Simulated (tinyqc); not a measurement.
What the corrections do to the levels: formation energy of a charged point defect from supercell energies. Computed by tinyqc, a small Python program. Command: `OMP_NUM_THREADS=1 python tinyqc.py 3006552 3006553 out.jsonl formation walk`. One thread of a shared host (Intel(R) Xeon(R) Processor @ 2.30GHz), about 0.01 s of CPU time with the checks.

The host is a compound AB. Making the defect adds n_A = 0, n_B = -1 atoms to the cell. All total energies are inputs. E_F is counted from the valence-band maximum (VBM); x = 0 is A-rich and x = 1 B-rich growth.

Inputs (values chosen for the exercise, with gap and screening modelled on ZnSe):
```
quantity                     value      unit
E_VBM of the host cell        6.19        eV
potential alignment dV       -0.14        eV
dielectric constant eps       8.93         -
cell length L                 17.4  angstrom
mu_B of the pure element     -3.47        eV
formation enthalpy dH of AB   -1.7        eV
growth condition x           0.066         -
```

Defect: vacancy of B. Supercell lattice: sc.

charge states q: 1  0  -1

E(defect, q) - E(host), in the order of q (eV): 0.41  7.282  15.533

Constants: e^2/(4 pi eps_0) = 14.39964548 eV angstrom.

Method:
- dmu_A = x dH and dmu_B = (1 - x) dH, so that dmu_A + dmu_B = dH; mu = mu(element) + dmu.
- The reservoir term is sum n_i mu_i.
- Image-charge correction of a point charge in a neutralising background: E_corr = q^2 alpha e^2/(4 pi eps_0) / (2 eps L), alpha = 2.837297 for a sc array with L the cube root of the volume.
- E_f(q, E_F) = [E(defect, q) - E(host)] - sum n_i mu_i + q (E_VBM + dV + E_F) + E_corr(q).
- Levels eps(q/q-1) with the terms q dV and E_corr left out or kept.

E_f(q, 0) (eV): (q=+1) 1.53367, (q=0) 2.22420, (q=-1) 4.55667

E_corr (eV): (q=+1) 0.131470, (q=0) 0.000000, (q=-1) 0.131470

Levels above the VBM (eV):
```
level     raw  with alignment  with image charge  with both
(+1/0)  0.682           0.822             0.5505     0.6905
(0/-1)  2.061           2.201             2.1925     2.3325
```

Alignment moves every level by -dV = +0.140 eV. The image term moves eps(q/q-1) by (1 - 2q) E_corr(1): (+1/0) by -0.131, (0/-1) by +0.131 eV, donor levels down and acceptor levels up. It adds 2 E_corr(1) = 0.263 eV to every U.

Extremes, crossings and ranges named in words are read from the listed rows.
